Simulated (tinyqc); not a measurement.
# Vacuum evaporation: vapour pressure, source flux, thickness distribution, purity and step coverage, step by step

A worked calculation. Computed by tinyqc, a small Python program that keeps every step. Command: `OMP_NUM_THREADS=1 python tinyqc.py 3112816 3112817 out.jsonl evap walk`. One thread of a shared host (Intel(R) Xeon(R) Processor @ 2.30GHz), about 0.01 s of CPU time with the checks. Intermediate numbers are printed to about 7 digits and carried at full precision; extremes and crossings named in words are read from the listed rows.

Molecular flow, unit sticking of the metal, no re-evaporation. The background gas is taken as water vapour (18.015 g/mol, collision diameter 0.37 nm) at 300 K.

Inputs (values chosen for the exercise, modelled on indium, with constants for the liquid): molar mass M = 114.8 g/mol; film density rho = 7.31 g/cm^3; vapour-pressure constant A = 10.36; vapour-pressure constant B = 12280 K; source temperature T = 1220 K; source area = 0.19 cm^2; directionality n = 1; source-to-wafer distance h = 42 cm; wafer radius R = 7.5 cm; source offset from the axis s/h = 0.55; background pressure p = 1e-06 Pa; sticking of background gas = 0.4; aspect ratio of a trench = 0.71.

Constants: u = 1.6605390666e-27 kg; k_B = 1.380649e-23 J/K; R = 8.314462618 J/(mol K).

## Vapour pressure and flux

log10(p_v/Pa) = A - B/T; flux from the surface Phi = p_v/sqrt(2 pi m k_B T), m = M u. Mass loss = Phi x area x m; heat of evaporation = ln(10) R B; d ln Phi/dT = ln(10) B/T^2 - 1/(2 T).

vapour pressure p_v = 1.969819 Pa

flux Phi = 1.386817e+18 1/(cm^2 s)

mass loss = 0.1808283 g/h

heat of evaporation = 235.0976 kJ/mol

change of flux per kelvin = 1.858757 %/K

Holding the rate to 1 % needs the temperature to about 0.54 K.

## Rate and uniformity on a fixed wafer above the source

A small source emits (n + 1) Phi area cos^n(phi)/(2 pi) per solid angle; on a parallel plane at height h and lateral distance l the arrival rate is (n + 1) Phi area/(2 pi h^2) x (1 + (l/h)^2)^(-(n + 3)/2). Growth rate = arrival rate x m/rho, m = M u. The wafer is fixed and centred above the source.

arrival rate at the centre = 4.754714e+13 1/(cm^2 s)

growth rate at the centre = 0.01239932 nm/s

edge over centre = 0.9391503

non-uniformity (max - min)/(max + min) = 3.137959 %

share of the material that lands on the wafer, 1 - (1 + (R/h)^2)^(-(n + 1)/2) = 3.090235 %

## Offset source and rotation

Rotating wafer, source offset by s and facing upwards: thickness at radius r is the mean over the angle a of (1 + (r^2 + s^2 - 2 r s cos a)/h^2)^(-(n + 3)/2), by 360 equal steps; non-uniformity (max - min)/(max + min) over 21 radii from 0 to R.

centre thickness relative to an axial source = 0.5894467

edge over centre, rotating = 0.9846069

non-uniformity, rotating = 0.7756268 %

## Choosing the offset

The curvature at the centre vanishes at s/h = sqrt(2/(n + 3)).

Against the offset:
```
s/h  centre thickness  edge over centre  non-uniformity (%)
0.0          1.000000          0.939150            3.137959
0.2          0.924556          0.947692            2.685628
0.4          0.743163          0.967992            1.626438
0.5          0.640000          0.979233            1.049270
0.6          0.540657          0.989682            0.518591
0.7          0.450430          0.998683            0.065892
0.8          0.371802          1.005963            0.297243
0.9          0.305241          1.011528            0.573121
1.1          0.204746          1.018297            0.906549
```

The best row, s/h = 0.7, has 0.066 % against 3.1 % on the axis, at the price of a rate lower by a factor 2.22; the small-wafer optimum is sqrt(2/(n + 3)) = 0.71.

## Scattering and purity

Mean free path lambda = k_B T_g/(sqrt2 pi d^2 p); unscattered share exp(-h/lambda); gas arrival p/sqrt(2 pi m_g k_B T_g); impurity ratio = sticking x gas arrival/metal arrival; monolayer time = 1e15 cm^-2/(sticking x gas arrival).

mean free path = 6809.829 m

unscattered share = 0.9999383

gas arrival rate = 3.583984e+12 1/(cm^2 s)

impurity ratio = 0.03015100

monolayer time = 697.5477 s

## A trench at the wafer edge

Fixed wafer, axial point source, trench running tangentially at r = R: the beam arrives at tan(a) = R/h. Shadowed share of the floor = aspect ratio x tan(a) (at most 1); the wall facing the source grows at tan(a) times the field rate, the other wall not at all.

angle a = 10.12467 degrees

shadowed share of the floor = 0.1267857

wall over field thickness = 0.1785714

Checks made by the program: share on the wafer by quadrature (relative difference 2e-09).
